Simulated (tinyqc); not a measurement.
Electroplating on a thin resistive seed layer: kinetics, Wagner number and the terminal effect across a wafer. Changing the seed thickness t. Computed by tinyqc, a small Python program. Command: `OMP_NUM_THREADS=1 python tinyqc.py 3121052 3121053 out.jsonl terminal sweep`. One thread of a shared host (Intel(R) Xeon(R) Processor @ 2.30GHz), about 0.05 s of CPU time with the checks.

Current enters the seed at the rim. The bath is treated as a local resistance per area (no lateral flow in the liquid), two electrons per ion, molar volume 7.11 cm^3/mol, Faraday constant F = e N_A, kinematic viscosity 0.01 cm^2/s, omega = 2 pi x rpm/60; k_B T/e is in volts.

Inputs (values chosen for the exercise, of the order of those for copper plating from an acid sulfate bath):
```
quantity                               value         unit
wafer radius R                           7.5           cm
seed resistivity                          25  microohm cm
bath conductivity kappa                0.037         S/cm
gap to the anode h                       7.6           cm
extra resistance of a porous plate         0     ohm cm^2
exchange current density i_0           0.055      mA/cm^2
cathodic transfer coefficient alpha     0.77            -
mean current density                      27      mA/cm^2
diffusivity of the metal ion         5.7e-06       cm^2/s
metal ion concentration                 0.78        mol/L
rotation rate                            100          rpm
temperature T                            298            K
```

Constants: e = 1.602176634e-19 C; N_A = 6.02214076e+23 1/mol; k_B = 8.617333262e-05 eV/K.

Method:
- Growth rate = i V_m/(2 F). Levich limit i_L = 0.62 x 2 F D^(2/3) omega^(1/2) nu^(-1/6) c. Tafel overpotential eta = (k_B T/(alpha e)) ln(i/i_0); kinetic resistance k_B T/(alpha e i); bath resistance h/kappa + plate; R_s = resistivity/t; Wagner number = kinetic resistance x kappa/R.
- Linearised: with R_t = kinetic + bath resistance the current density obeys (1/r)(r i')' = i R_s/R_t, so i = A I_0(r/l), l = sqrt(R_t/R_s); with x = R/l, edge/centre = I_0(x) and edge/mean = x I_0(x)/(2 I_1(x)).
- Voltage drop in the seed for a uniform current: i R_s R^2/4.
- Full model: seed potential phi(r) with (1/r)(r phi')' = R_s i, where i solves phi = R_b i + (k_B T/(alpha e)) ln(i/i_0) (phi being the driving voltage left at r); phi'(0) = 0 and phi'(R) = R_s i_mean R/2. Solved by collocation to a tolerance of 1e-7.

One run for each value:
```
seed thickness t (nm)  edge over centre, full model  edge over centre, linear  x = R/l  drop for uniform current (mV)
5.0                                           8.608                     8.659    3.689                          18984
9.1                                           3.942                     3.948    2.735                          10431
17.0                                          2.280                     2.281    2.001                           5584
30.0                                          1.653                     1.653    1.506                           3164
55.0                                          1.334                     1.334    1.112                           1726
100.0                                         1.178                     1.178    0.825                            949
180.0                                         1.097                     1.097    0.615                            527
330.0                                         1.052                     1.052    0.454                            288
600.0                                         1.029                     1.029    0.337                            158
```

Over the rows, edge over centre, full model falls from 8.61 to 1.03 (exponent d ln y / d ln x -1.3 between the first rows and -0.038 between the last); edge over centre, linear falls from 8.66 to 1.03 (exponent d ln y / d ln x -1.3 between the first rows and -0.038 between the last); x = R/l falls from 3.69 to 0.337 (exponent d ln y / d ln x about -0.50 throughout).
